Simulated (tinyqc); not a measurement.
Random telegraph noise from one oxide trap in a small MOSFET: two steps of the calculation.

An acceptor-like trap exchanges electrons with the channel. Inversion charge Q = Cox u, u = n Vt W0(exp((Vg - VT)/(n Vt))), W0 the Lambert function, n = nf, Cox = eps0 eox/tox; linear regime Id = (W/L) mu Q Vd. Relative to threshold the surface potential rises by Vt ln(u/u0) and the oxide voltage by the rest of Vg - VT, with u0 = n Vt W0(1).

Parameters, values chosen for the exercise; values of the order met in silicon transistors: temperature T = 350 K; relative permittivity of the gate insulator (close to silicon nitride) eox = 7.41; insulator thickness tox = 5.7 nm; depth of the trap from the channel interface xt = 2.8 nm; body factor nf = 1.39; gate width W = 140 nm; gate length L = 120 nm; mobility mu = 370 cm^2/(V s); scattering coefficient of the charged trap asc = 2.2e-16 V s; drain voltage Vd = 0.05 V.

Constants: q = 1.602176634e-19 C, kB = 1.380649e-23 J/K, Vt = kB T/q, eps0 = 8.8541878128e-14 F/cm where lengths are in cm. Results are converted to the units shown.

Question 1. Step height. A = W L; threshold step dV = q (1 - xt/tox)/(Cox A); gm/Id = 1/(u + n Vt); relative step dI/I = (gm/Id) dV + asc mu/A. Id as defined.

u = 0.43219175 V
N = 3.1049754e12 cm^-2

Wanted: electrons in the channel N A; dV; gm/Id; number part of dI/I; dI/I; Id; dI.

Answer 1.

electrons in the channel N A = 521.64
dV = 0.42153 mV
gm/Id = 2.1092 1/V
number part of dI/I = 0.088910 %
dI/I = 0.13736 %
Id = 10.737 uA
dI = 14.749 nA

Question 2. Lorentzian spectrum. Spectrum S(f) = 4 dI^2/{(tc + te)[(1/tc + 1/te)^2 + (2 pi f)^2]}; corner fc = (1/tc + 1/te)/(2 pi); variance dI^2 tc te/(tc + te)^2. Give S at f = 0, at fc and at 10 fc.

tc = 952.28213 s
te = 2170.9168 s
dI = 14.748690 nA

Find: fc; S(0); S(fc); S(10 fc); rms current.

Answer 2.

fc = 2.4044e-4 Hz
S(0) = 1.2206e-13 A^2/Hz
S(fc) = 6.1032e-14 A^2/Hz
S(10 fc) = 1.2085e-15 A^2/Hz
rms current = 6.7898 nA

The rms value is 0.460 of the step; it reaches its largest share, 1/2, when tc = te.

Range of the model: VT is taken as given; short-channel effects and the uneven flow of current among few electrons are left out.

Computed by the program tinyqc: `OMP_NUM_THREADS=1 python tinyqc.py 2710127 2710128 out.jsonl`, one thread of a shared Intel Xeon 2.30GHz, about 0.01 s for the whole run.
